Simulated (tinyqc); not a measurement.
Worked calculation: Born-Mayer model of an ionic crystal AB. Computed by tinyqc, a small Python program that keeps every step. Command: `OMP_NUM_THREADS=1 python tinyqc.py 3025323 3025324 out.jsonl bornmayer walk`. One thread of a shared host (Intel(R) Xeon(R) Processor @ 2.30GHz), about 0.01 s of CPU time with the checks. Intermediate numbers are printed to about 6 digits and carried at full precision; extremes and crossings named in words are read from the listed rows.

Energies are per ion pair and r is the nearest distance of unlike ions.

Inputs (values chosen for the exercise, for a model salt):
```
quantity                        value           unit
ionic charge z                      2              -
unlike repulsion lambda          1120             eV
range rho                       0.328       angstrom
like repulsion lambda2            348             eV
dispersion C between like ions     65  eV angstrom^6
pressure P                         20            GPa
```

Structure: caesium chloride. Short range: with like-ion terms.

Constants: e^2/(4 pi eps_0) = 14.39964548 eV angstrom; 1 eV/angstrom^3 = 160.2176634 GPa.

## Equilibrium distance at zero pressure

Madelung constant M, unlike neighbours z1, like neighbours z2 at f r, volume per pair: rock salt 1.747565, 6, 12, sqrt2, 2 r^3; caesium chloride 1.762675, 8, 6, 2/sqrt3, 8 r^3/(3 sqrt3); zinc blende 1.638055, 4, 12, sqrt(8/3), 16 r^3/(3 sqrt3). U(r) = -M z^2 e^2/(4 pi eps_0 r) + z1 lambda exp(-r/rho) + z2 [lambda2 exp(-f r/rho) - C/(f r)^6] (one mean like-ion term for both sublattices). Newton steps on g(r) = U'(r), from r = 9 rho: r(new) = r - U'(r)/U''(r), with the move limited to 0.3 angstrom. Where U'' is negative, move 0.3 angstrom downhill. Stop when |U'| is below 1e-9.

Newton steps:
```
step  r (angstrom)  U' (eV/angstrom)  U'' (eV/angstrom^2)
1          2.95200       8.55940e+00               1.9799
2          2.65200       6.44349e+00              14.2234
3          2.35200      -2.03140e+00              47.6004
4          2.39468      -1.50941e-01              40.6824
5          2.39839      -1.03789e-03              40.1240
6          2.39841      -5.00506e-08              40.1201
7          2.39841       6.21725e-15              40.1201
```

equilibrium distance r0 = 2.39841 angstrom

## Terms of the lattice energy

The formulas are those given above.

terms (eV): Coulomb -42.3312, unlike repulsion 5.9792, like repulsion 0.4496, dispersion -0.8644

lattice energy U = -36.7667 eV per pair

The short-range terms together cancel 13.1 % of the Coulomb energy.

## Bulk modulus

B = U''(r0)/(9 c r0), with the volume written as c r^3.

U''(r0) = 40.1201 eV/angstrom^2

bulk modulus B = 193.419 GPa

## Under pressure

With the volume written as c r^3, under pressure take the root at the minimum of the enthalpy and solve U'(r) + 3 c r^2 P = 0; H = U + P V; B = (U'' - 2 U'/r)/(9 c r).

distance at P = 2.32984 angstrom

volume at P = 19.4710 angstrom^3

enthalpy at P = -34.2334 eV per pair

bulk modulus at P = 269.305 GPa

The volume shrinks by 8.33 %, against P/B = 10.34 % in linear elasticity: the crystal stiffens.

## Three structures under pressure

The formulas are those given above.

Enthalpy (eV per pair):
```
P (GPa)  rock salt  caesium chloride  zinc blende
0         -38.1875          -36.7667     -37.8645
2         -37.8988          -36.5029     -37.5061
5         -37.4716          -36.1121     -36.9786
10        -36.7743          -35.4726     -36.1235
20        -35.4274          -34.2334     -34.4893
40        -32.8874          -31.8841     -31.4546
70        -29.3633          -28.6047     -27.3160
100       -26.0908          -25.5435     -23.5267
```

volumes at zero pressure (angstrom^3): rock salt 23.2640, caesium chloride 21.2412, zinc blende 28.9362

At zero pressure the order is rock salt < zinc blende < caesium chloride. Rock salt stays lowest up to 100 GPa. The Madelung constants, the number of repulsive contacts and the volumes (23.3, 21.2, 28.9 angstrom^3 at P = 0) all matter. Caution: rigid ions with fixed charges leave out polarisation and covalency, so such models often misplace transition pressures.

Checks made by the program: Madelung constant against an Ewald sum (relative difference 1e-07); Newton against bracketing (relative difference below 1e-10).
